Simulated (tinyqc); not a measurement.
Inside a calculation. Model: electroplating on a thin resistive seed layer: kinetics, Wagner number and the terminal effect across a wafer. Computed by tinyqc, a small Python program that keeps every step. Command: `OMP_NUM_THREADS=1 python tinyqc.py 3121285 3121286 out.jsonl terminal walk`. One thread of a shared host (Intel(R) Xeon(R) Processor @ 2.30GHz), about 0.03 s of CPU time with the checks. Intermediate numbers are printed to about 6 digits and carried at full precision; extremes and crossings named in words are read from the listed rows.

Current enters the seed at the rim. The bath is treated as a local resistance per area (no lateral flow in the liquid), two electrons per ion, molar volume 7.11 cm^3/mol, Faraday constant F = e N_A, kinematic viscosity 0.01 cm^2/s, omega = 2 pi x rpm/60; k_B T/e is in volts.

Inputs (values chosen for the exercise, of the order of those for copper plating from an acid sulfate bath):
```
quantity                               value         unit
wafer radius R                           7.5           cm
seed thickness t                          28           nm
seed resistivity                          13  microohm cm
bath conductivity kappa                0.065         S/cm
gap to the anode h                       5.9           cm
extra resistance of a porous plate         0     ohm cm^2
exchange current density i_0           0.057      mA/cm^2
cathodic transfer coefficient alpha      0.5            -
mean current density                      18      mA/cm^2
diffusivity of the metal ion         4.2e-06       cm^2/s
metal ion concentration                 0.42        mol/L
rotation rate                             30          rpm
temperature T                            298            K
```

Constants: e = 1.602176634e-19 C; N_A = 6.02214076e+23 1/mol; k_B = 8.617333262e-05 eV/K.

## Rate, limit and resistances

Growth rate = i V_m/(2 F). Levich limit i_L = 0.62 x 2 F D^(2/3) omega^(1/2) nu^(-1/6) c. Tafel overpotential eta = (k_B T/(alpha e)) ln(i/i_0); kinetic resistance k_B T/(alpha e i); bath resistance h/kappa + plate; R_s = resistivity/t; Wagner number = kinetic resistance x kappa/R.

growth rate = 397.926 nm/min

limiting current i_L = 49.9505 mA/cm^2

overpotential = 295.577 mV

kinetic resistance = 2.85329 ohm cm^2

bath resistance R_b = 90.7692 ohm cm^2

sheet resistance R_s = 4.64286 ohm/square

Wagner number = 0.0247286

Caution: the mean current exceeds 0.3 i_L, so depletion of metal ions, left out of the distribution, matters.

## Linear estimate of the terminal effect

Linearised: with R_t = kinetic + bath resistance the current density obeys (1/r)(r i')' = i R_s/R_t, so i = A I_0(r/l), l = sqrt(R_t/R_s); with x = R/l, edge/centre = I_0(x) and edge/mean = x I_0(x)/(2 I_1(x)). Voltage drop in the seed for a uniform current: i R_s R^2/4.

length l = 4.49053 cm

x = R/l = 1.67018

edge over centre, linear = 1.82880

edge over mean, linear = 1.31412

drop for uniform current = 1175.22 mV

## Current distribution

Full model: seed potential phi(r) with (1/r)(r phi')' = R_s i, where i solves phi = R_b i + (k_B T/(alpha e)) ln(i/i_0) (phi being the driving voltage left at r); phi'(0) = 0 and phi'(R) = R_s i_mean R/2. Solved by collocation to a tolerance of 1e-7.

Across the wafer:
```
r/R   i (mA/cm^2)   i/mean  i/mean, linear
0.00      12.9507  0.71948         0.71857
0.20      13.3104  0.73947         0.73875
0.40      14.4219  0.80122         0.80101
0.60      16.3855  0.91030         0.91061
0.75      18.5203  1.02891         1.02932
0.90      21.3398  1.18554         1.18552
1.00      23.6687  1.31493         1.31412
```

edge over centre, full model = 1.82760

The full model gives 1.83 against 1.83 from the linear form; the kinetic resistance, which the linear form holds fixed, is a small part of R_t here.

## As the film thickens, and with more bath resistance

The film is taken as uniform, with the seed resistivity; the last column adds 100 ohm cm^2 to R_b. Extra power of that plate = i^2 x 100 ohm cm^2 x area.

Edge over centre:
```
thickness (nm)  R_s (ohm/square)  as given  with 100 ohm cm^2 more
28                       4.64286   1.82760                 1.36665
42                       3.09524   1.52148                 1.23774
56                       2.32143   1.38014                 1.17584
84                       1.54762   1.24628                 1.11560
140                      0.92857   1.14441                 1.06859
280                      0.46429   1.07096                 1.03401
560                      0.23214   1.03517                 1.01693
```

extra power = 5.72555 W

The ratio falls below 1.1 from 280 nm on as given, and from 140 nm on with the added resistance: what counts is R_s R^2 against the sum of kinetic and bath resistance.

Checks made by the program: mean of the distribution (relative difference 8e-08).
